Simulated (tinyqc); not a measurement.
Comparisons within one model: Weaire-Thorpe hybrids on a Bethe lattice: gap and dangling bond of an amorphous tetrahedral solid. A value that a table varies takes the place of the one given here.

Four sp3 hybrids an atom at energy 0, coupled by -V1 on the atom and by -V2 along a bond; the bonds form a tree (no rings). For any network the gap runs at least from -V2 + V1 to V2 - 3 V1, and p-like states pile up at -V2 + V1 and V2 + V1. On the tree the gap is wider: it ends at Ec = -V1 + sqrt(V2^2 + 4 V1^2 - 2 sqrt3 V1 V2), which makes it well wider than the gaps of the real glasses. A branch seen from a hybrid has the self-energy S = V2^2 g, where g is the Green function of the hybrid across the bond, whose three partners carry S themselves. With a = z - V1, b = a - S: g = 1/(a + V1 b/(b + 3 V1)), z = E + i eta. A full atom has G = (1/b)(b + 3 V1)/(b + 4 V1) per hybrid; a dangling hybrid with shift dh has G = 1/(1/g - dh).

Inputs chosen for the exercise (of the size of tabulated hybrid energies for amorphous silicon; the results hold for these values, not for the real material):
```
symbol  value  unit  meaning
V1      1.74   eV    coupling of two hybrids on one atom
V2      4.53   eV    coupling of the two hybrids of a bond
eta     0.02   eV    broadening
dh      -1.1   eV    shift of the dangling hybrid (rehybridisation)
VH      5.21   eV    coupling to a hydrogen atom
eH      -3.69  eV    hydrogen level
E1s     -4     eV    first energy
dE      0.48   eV    step
```

## Bulk, dangling and hydrogenated hybrids across the gap

edges (eV): Ev -2.79000, Ec(bound) -0.69000, Ec(tree) 0.56793

Thirteen energies E1s + j dE. With hydrogen the hybrid gains the self-energy VH^2/(z - eH) and dh = 0.

Density per hybrid (1/eV):
```
E (eV),bulk,dangling,with hydrogen
-4.00,0.0027,0.0017,0.0003
-3.52,0.0033,0.0008,0.0002
-3.04,0.0255,0.0009,0.0002
-2.56,0.0300,0.0013,0.0002
-2.08,0.0033,0.0022,0.0002
-1.60,0.0013,0.0050,0.0002
-1.12,0.0008,0.0212,0.0002
-0.64,0.0006,2.3755,0.0003
-0.16,0.0005,0.0158,0.0004
0.32,0.0008,0.0049,0.0007
0.80,0.0201,0.0334,0.0151
1.28,0.0301,0.0435,0.0307
1.76,0.0349,0.0446,0.0459
```

Between Ev = -2.79 and Ec = 0.57 eV the bulk density is a broadening tail (least 0.0005). The dangling hybrid reaches 2.375 at -0.64 eV among these rows; its level lies at -0.677 eV, and the peak there, of width eta, is far higher unless a row falls on it. With hydrogen the largest value on the rows inside the gap, more than 0.05 eV from an edge, is 0.0007, and 1/g = VH^2/(E - eH) has no root in the gap: the state has gone into a bonding level below and an antibonding one above.

## Level against rehybridisation

Root of 1/g(E) = dh for eta = 0 in the gap of the tree, between Ev = -V2 + V1 and Ec; a dash: none. A flatter atom makes the hybrid more p-like (dh > 0, up to V1), a more pyramidal one more s-like (dh < 0).

Level:
```
dh (eV),E (eV),above Ev (eV),weight
-3.0,-1.9189,0.8711,0.626
-2.5,-1.5997,1.1903,0.649
-2.0,-1.2716,1.5184,0.662
-1.5,-0.9400,1.8500,0.662
-1.0,-0.6117,2.1783,0.649
-0.5,-0.2946,2.4954,0.616
0.0,0.0000,2.7900,0.557
0.5,0.2565,3.0465,0.461
1.0,0.4525,3.2425,0.312
```

A level exists for 9 of the 9 rows, from dh = -3 (0.871 eV above Ev) to 1 (3.242 eV); the gap of the tree is 3.358 eV. Its slope dE/d(dh) is the weight, largest at dh = -1.5 (0.66). A level that rises as the atom flattens is why an emptied dangling bond relaxes flat and a doubly filled one pyramidal.

## Stretching the bonds

V2 is scaled as (d0/d)^2 and V1 stays. Bound 2 V2 - 4 V1; tree V2 - 2 V1 + sqrt(V2^2 + 4 V1^2 - 2 sqrt3 V1 V2); a negative bound means that a network with rings may have no gap.

Against d/d0:
```
d/d0,V2 (eV),V2/V1,bound (eV),tree (eV)
0.96,4.915,2.825,2.871,4.013
0.98,4.717,2.711,2.474,3.672
1.00,4.530,2.603,2.100,3.358
1.02,4.354,2.502,1.748,3.070
1.04,4.188,2.407,1.416,2.808
1.07,3.957,2.274,0.953,2.456
1.10,3.744,2.152,0.528,2.151
1.15,3.425,1.969,-0.109,1.733
```

The bound falls by 181 meV for each per cent of stretch near d0 and vanishes at d/d0 = 1.141, inside the table. Weak, stretched bonds therefore put states closest to the edges, one origin of band tails.

## What each parameter does

Ev = -V2 + V1, conduction edge of the tree -V1 + sqrt(V2^2 + 4 V1^2 - 2 sqrt3 V1 V2), and the level that solves 1/g(E) = dh for eta = 0. Each row changes one parameter from the base and keeps the others.

Results:
```
case,Ev (eV),Ec (eV),level (eV),weight
base,-2.7900,0.5679,-0.6767,0.653
V1 = 1.66 eV,-2.8700,0.6839,-0.7112,0.678
V2 = 4.68 eV,-2.9400,0.6691,-0.6997,0.669
dh = -1.2 eV,-2.7900,0.5679,-0.7422,0.656
```

The largest shifts from the base row, up to three for each result and ties (the steps differ in size, so this ranks the rows, not the parameters). Ev (eV): V2 -0.1500, V1 -0.0800; unchanged at the printed digits by dh. Ec (eV): V1 +0.1160, V2 +0.1012; unchanged at the printed digits by dh. level (eV): dh -0.0654, V1 -0.0345, V2 -0.0230. weight: V1 +0.025, V2 +0.016, dh +0.003.

(tinyqc, `OMP_NUM_THREADS=1 python tinyqc.py 1450492 1450493 out.jsonl`, Intel(R) Xeon(R) Processor @ 2.30GHz, 1 thread, shared host, about 0.02 s.)
